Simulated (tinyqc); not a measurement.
Moment against the Stoner parameter: Stoner model of a band ferromagnet.

Density of states per atom and spin: triangular, D(e) = (4 M/W^2) (W/2 - |e|). Levels e -/+ I m/2 for up and down spin, m = n_up - n_down, n_up + n_down = nd. At zero temperature e(N) is the energy below which N states lie, and E(m) = sum over spins of integral e D de - I m^2/4.

Values chosen for the exercise:
- W = 4.8 eV (band width, e from -W/2 to W/2)
- M = 5 (states per atom and spin)
- nd = 2.66 (electrons per atom)

Lowest state for each I.

Results:

| I (eV) | I D(EF) | m (muB) | E - E(0) (meV) |
|---|---|---|---|
| 0.40 | 0.608 | 0.000 | 0.0 |
| 0.53 | 0.805 | 0.000 | 0.0 |
| 0.60 | 0.912 | 0.000 | 0.0 |
| 0.73 | 1.109 | 2.076 | -43.7 |
| 0.83 | 1.261 | 2.569 | -185.9 |
| 0.99 | 1.504 | 2.660 | -465.3 |
| 1.19 | 1.808 | 2.660 | -819.0 |

Give the missing row, I (eV) = 0.66.

Computed row:
```
I (eV)  I D(EF)  m (muB)  E - E(0) (meV)
0.66      1.003    0.403             0.0
```

A moment first appears at I = 0.66 eV of those listed, where I D(EF) = 1.003. It is saturated at 2.660 from I = 0.99 eV on.

Run: tinyqc, `OMP_NUM_THREADS=1 python tinyqc.py 1651726 1651727 out.jsonl`; Intel(R) Xeon(R) Processor @ 2.30GHz, one thread, shared host; about 0.3 s of CPU time with all checks.
